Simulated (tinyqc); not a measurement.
Inside a calculation. Model: solubility, supersaturation, precipitation and gettering of an impurity in a silicon-like host. Computed by tinyqc, a small Python program that keeps every step. Command: `OMP_NUM_THREADS=1 python tinyqc.py 3022031 3022032 out.jsonl ripen walk`. One thread of a shared host (Intel(R) Xeon(R) Processor @ 2.30GHz), about 0.01 s of CPU time with the checks. Intermediate numbers are printed to about 7 digits and carried at full precision; extremes and crossings named in words are read from the listed rows.

The wafer was saturated at T1 and is then held at T.

Inputs (values chosen for the exercise, for a model impurity): site density N0 = 5e+22 1/cm^3; enthalpy of solution H = 1.84 eV; entropy of solution S = 2.9 k_B; diffusion prefactor D0 = 0.0023 cm^2/s; migration energy Q = 0.512 eV; temperature of saturation T1 = 1300 K; anneal temperature T = 940 K; sink density n = 9.2e+09 1/cm^3; initial sink radius r0 = 11 nm; impurity density in the precipitate C_p = 3.2e+22 1/cm^3; interface energy gamma = 0.73 J/m^2; anneal time t = 1.9 s; wafer thickness w = 775 micrometre; segregation energy E_g = 0.6 eV; segregation prefactor k_0 = 0.021; getter layer thickness t_g = 2.3 micrometre.

Gettering: segregation gettering in a layer.

Constants: k_B = 8.617333262e-05 eV/K; k_B = 1.380649e-23 J/K.

## Solubility, diffusivity, supersaturation

C_eq(T) = N0 exp(S/k_B - H/(k_B T)); D(T) = D0 exp(-Q/(k_B T)); C0 = C_eq(T1). Supersaturation s = C0/C_eq(T); critical radius r* = 2 gamma/(C_p k_B T ln s); barrier W* = (4 pi/3) gamma r*^2. Strain energy is left out.

C0 = 6.686510e+16 1/cm^3

C_eq(T) = 1.239728e+14 1/cm^3

D(T) = 4.136730e-06 cm^2/s

supersaturation s = 539.3531

critical radius r* = 0.5588761 nm

W*/(k_B T) = 73.59213

Sinks of radius r0 are above r* and grow. Homogeneous nucleation is out of reach, so only existing sinks act.

## Ham's law for sinks of fixed radius

tau0 = 1/(4 pi n r0 D); C_fixed(t) = C_eq + (C0 - C_eq) exp(-t/tau0). If all excess precipitates, the final radius is r_f = [r0^3 + 3 (C0 - C_eq)/(4 pi n C_p)]^(1/3), with tau_f = 1/(4 pi n r_f D).

tau0 = 1.900870 s

C_fixed(t) = 2.468790e+16 1/cm^3

final radius r_f = 38.13346 nm

tau_f = 0.5483262 s

The sinks grow 3.5 times, so the fixed radius underrates the later rate.

## Growing precipitates

Growing sinks: with y = r/r_f and y0 = r0/r_f, dy/dt = (1 - y^3)/(3 tau_f y), which integrates to t/tau_f = F(y) - F(y0), F(y) = (1/2) ln[(1 + y + y^2)/(1 - y)^2] - sqrt(3) arctan[(2y + 1)/sqrt(3)]; the share of the excess left is (1 - y^3)/(1 - y0^3), and C(t) = C_eq + (C0 - C_eq) x share.

radius at t = 37.39822 nm

share of the excess left = 0.05812919

C(t) with growing sinks = 4.003580e+15 1/cm^3

94.2 % of the excess has precipitated.

## Segregation into a layer on one face

k = k_0 exp(E_g/(k_B T)); in equilibrium the bulk keeps C/C0 = 1/(1 + k t_g/w). For a strong sink on one face the slowest diffusion mode has tau_w = 4 w^2/(pi^2 D), and C/C0 is estimated as c_eq + (1 - c_eq)(8/pi^2) sum over odd m up to 99 of exp(-m^2 t/tau_w)/m^2. Precipitation is left out here.

segregation coefficient k = 34.60182

equilibrium C/C0 = 0.9068738

tau_w = 588.4458 s

mean C/C0 at t = 0.9961987

Diffusion and capacity both matter.

## The best anneal temperature for the time t

C_eq(T) = N0 exp(S/k_B - H/(k_B T)); D(T) = D0 exp(-Q/(k_B T)); C0 = C_eq(T1). r_f = [r0^3 + 3 (C0 - C_eq)/(4 pi n C_p)]^(1/3), tau_f = 1/(4 pi n r_f D).

Dissolved share after t:
```
T (K)       C_eq/C0  tau_f (s)    C(t)/C0
585    1.912557e-09   25.38569  0.9758349
676    2.603065e-07    6.46869  0.8855310
780    1.755970e-05    2.00388  0.5777875
884    4.397324e-04    0.81797  0.1751986
988    5.589884e-03    0.40384  0.0225481
1092   4.378149e-02    0.23068  0.0442600
1183   1.970227e-01    0.16063  0.1970336
1248   5.044084e-01    0.14436  0.5044101
```

The lowest dissolved share among these rows is 0.023 at 988 K. Above it solubility sets the floor; below it diffusion is too slow for this time. Solubility falls with H = 1.84 eV and diffusion with Q = 0.512 eV.

Checks made by the program: radius against numerical integration (relative difference below 1e-10).
